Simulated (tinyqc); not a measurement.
# Worked calculation: a discretised effective-mass wire between two leads, recursive Green functions

Numbers from tinyqc (`OMP_NUM_THREADS=1 python tinyqc.py 2660031 2660032 out.jsonl`; about 0.02 s on one thread of a shared Intel Xeon 2.30GHz). Printed values are rounded.

Finite differences on a grid of step a give a chain with hopping -t, t = C/(m a^2), C = hbar^2/(2 m0), and site energies 2 t + U_i for the N = 9 sites of the device; the semi-infinite leads have site energy 2 t. Each slice is one site, and V = -t couples neighbouring slices.

Parameters, values chosen for the exercise: effective mass m = 0.029 m0; grid step a = 0.77 nm; potential on the sites 1 to N U = [0, 0.481, 0.825, 1.031, 1.1, 1.031, 0.825, 0.481, 0] eV; energy above the band bottom of the leads E = 0.394 eV.

Constants: q = 1.602176634e-19 C, hbar = 1.054571817e-34 J s, h = 6.62607015e-34 J s, m0 = 9.1093837015e-31 kg, hbar^2/(2 m0) = 0.0380998212 eV nm^2. Results are converted to the units shown.

## Self-energy of the leads

Sigma = t^2 g(E - 2 t), g(x) = (x - i sqrt(4 t^2 - x^2))/(2 t^2) for |x| < 2 t and (x - sign(x) sqrt(x^2 - 4 t^2))/(2 t^2) otherwise; Gamma = i (Sigma - Sigma^dagger); both leads give the same.

t = 2.215866 eV
Sigma = -2.018866-0.913369i eV
Gamma = 1.826737 eV
open modes = 1

## Forward pass

Forward pass: g_1 = (E - H_1 - Sigma)^(-1), g_i = (E - H_i - V g_(i-1) V^dagger)^(-1), with Sigma also subtracted on the last slice; G_(i,1) = g_i V G_(i-1,1), starting from g_1. H_i is the block of slice i, its site energy.

```
site             g_i (1/eV)  G_(i,1) of the forward pass (1/eV)
1     -0.4111691-0.1860198i               -0.4111691-0.1860198i
2     -0.3529104-0.1289418i               -0.2683860-0.2629462i
3     -0.3069382-0.0620867i               -0.1463634-0.2157620i
4     -0.2787271-0.0238569i               -0.0789913-0.1409966i
5     -0.2650548-0.0082374i               -0.0438200-0.0842528i
6     -0.2654117-0.0028495i               -0.0252393-0.0498272i
7     -0.2809305-0.0011042i               -0.0155897-0.0310794i
8     -0.3185368-0.0005501i               -0.0109658-0.0219559i
9     -0.4348058-0.8757379i                0.0320406-0.0424333i
```

## Transmission

G_(N,1) = 0.03204059-0.04243329i 1/eV

T(E) = Tr[Gamma G_(N,1) Gamma G_(N,1)^dagger]. Conductance (2 q^2/h) T(E).

T(E) = 0.009434224
conductance = 0.7309724 uS

Inverting the whole matrix gives the same value.

## Backward pass

Backward pass: G_NN = g_N, G_ii = g_i + g_i V^dagger G_(i+1,i+1) V g_i; local density of states -Im G_ii/pi on each site.

```
site            G_ii (1/eV)  local density of states (1/eV)
1     -0.4348058-0.8757379i                       0.2787560
2     -0.5336505-0.4375921i                       0.1392899
3     -0.4863901-0.1722994i                       0.0548446
4     -0.4323460-0.0660501i                       0.0210244
5     -0.4126330-0.0402694i                       0.0128182
6     -0.4323460-0.0660501i                       0.0210244
7     -0.4863901-0.1722994i                       0.0548446
8     -0.5336505-0.4375921i                       0.1392899
9     -0.4348058-0.8757379i                       0.2787560
```

A site of an infinite clean chain has 1/(pi sqrt(4 t^2 - x^2)) = 0.174 1/eV at this energy (x counted from the band centre); the device goes from 0.0128 (site 5) to 0.279 (site 9).

## States fed from the left, and the bond current

The full first column follows backwards from c_N = G_(N,1): c_i = G_(i,1)(forward) + g_i V^dagger c_(i+1). The density of states fed by the left lead is Gamma |c_i|^2/(2 pi), and the current on bond i is 2 t Gamma Im(c_(i+1) conj(c_i)) in units of T(E).

```
site             c_i (1/eV)  density fed from the left (1/eV)
1     -0.4348058-0.8757379i                         0.2779341
2     -0.3058335-0.6186563i                         0.1384679
3     -0.1888690-0.3858646i                         0.0536588
4     -0.1086406-0.2281260i                         0.0185617
5     -0.0596435-0.1359673i                         0.0064091
6     -0.0296494-0.0871294i                         0.0024627
7     -0.0081787-0.0633387i                         0.0011858
8      0.0117013-0.0518678i                         0.0008220
9      0.0320406-0.0424333i                         0.0008220
```

bond current, bond 1 to 8 (in units of 1e-3): [9.434224, 9.434224, 9.434224, 9.434224, 9.434224, 9.434224, 9.434224, 9.434224]

The bond current is the same on every bond and equals T(E): the current is conserved.
